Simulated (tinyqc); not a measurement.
What moves the results: ellipsoidal valleys in the axes of a wafer and a channel. A value that a table varies takes the place of the one given here.

Valleys with axes a along [111], [1-1-1], [-11-1] and [-1-11], one whole valley each; inverse mass tensor w = 1/mt + (1/ml - 1/mt) a a. Device axes: z = nz/|nz|, x = nx/|nx|, y = z cross x; in them a = (ax, ay, az). Confinement mass mz = 1/w_zz. In the plane w_ij is replaced by u_ij = w_ij - w_iz w_jz/w_zz (i, j = x, y); density-of-states mass md = 1/sqrt(det u); conductivity mass along x mc = 1/u_xx; ballistic transport mass mx = u_yy/det u, width mass my = 1/u_yy.

Hard walls: E_n = c (n pi/t)^2/mz, c = hbar^2/2m0, n = 1, 2, 3. Non-degenerate share of a valley proportional to md sum_n exp(-E_n/kT); mean 1/mc = sum of share/mc. 1 nm = 10 angstrom.

Constants: hbar^2/2m0 = 3.80998211 eV angstrom^2; kB = 8.617333262e-05 eV/K.

Parameters, chosen for this exercise (near those of the L valleys of Ge; the results hold for these values, not for the real material): ml = 1.559 m0 (longitudinal mass); mt = 0.081 m0 (transverse mass); t = 7.4 nm (thickness of the film); T = 300 K (temperature); nz = (0, 0, 1) (surface normal (confinement)); nx = (1, 1, 0) (channel direction).

## Wafer and channel orientation

For each face/channel: the lowest ladder (mz, number of valleys, md, E1, share) and the mean conductivity mass over all valleys.

Results:

| face/channel | mz | valleys | md | E1 (meV) | share | mean mc |
|---|---|---|---|---|---|---|
| (001)/[100] | 0.118 | 4 | 0.294 | 58.0 | 1.000 | 0.1506 |
| (210)/[001] | 0.188 | 2 | 0.233 | 36.6 | 0.783 | 0.2296 |
| (110)/[1-11] | 0.220 | 2 | 0.216 | 31.2 | 0.832 | 0.1203 |
| (113)/[1-10] | 0.287 | 1 | 0.189 | 23.9 | 0.538 | 0.1174 |
| (111)/[11-2] | 1.559 | 1 | 0.081 | 4.4 | 0.703 | 0.0942 |
| (111)/[1-10] | 1.559 | 1 | 0.081 | 4.4 | 0.703 | 0.0942 |
| (001)/[110] | 0.118 | 4 | 0.294 | 58.0 | 1.000 | 0.1506 |

The mean conductivity mass is lowest, 0.0942, for (111)/[11-2] and (111)/[1-10] and highest, 0.2296, for (210)/[001]; the bulk value is 0.1184. The confinement energy is lowest on the face with the heaviest mz ((111), 4 meV). The density of states of the lowest ladder, valleys times md, runs between 0.081 and 1.176; a small value limits the charge through the quantum capacitance.

## What each parameter does

Lowest E1, its share and the mean conductivity mass. Each row changes one parameter from the base and keeps the others.

Results:

| case | lowest E1 (meV) | share | mean mc (m0) |
|---|---|---|---|
| base | 57.99 | 1.0000 | 0.1506 |
| ml = 1.403 m0 | 58.15 | 1.0000 | 0.1494 |
| mt = 0.089 m0 | 52.91 | 1.0000 | 0.1643 |
| t = 8.14 nm | 47.92 | 1.0000 | 0.1506 |
| T = 270 K | 57.99 | 1.0000 | 0.1506 |

The largest shifts from the base row, up to three for each result and ties (the steps differ in size, so this ranks the rows, not the parameters). lowest E1 (meV): t -10.06, mt -5.08, ml +0.16; unchanged at the printed digits by T. share: unchanged at the printed digits by ml, mt, t and T. mean mc (m0): mt +0.0138, ml -0.0011; unchanged at the printed digits by t and T.

tinyqc: `OMP_NUM_THREADS=1 python tinyqc.py 1850999 1851000 out.jsonl`; about 0.01 s, one thread, shared Intel(R) Xeon(R) Processor @ 2.30GHz.
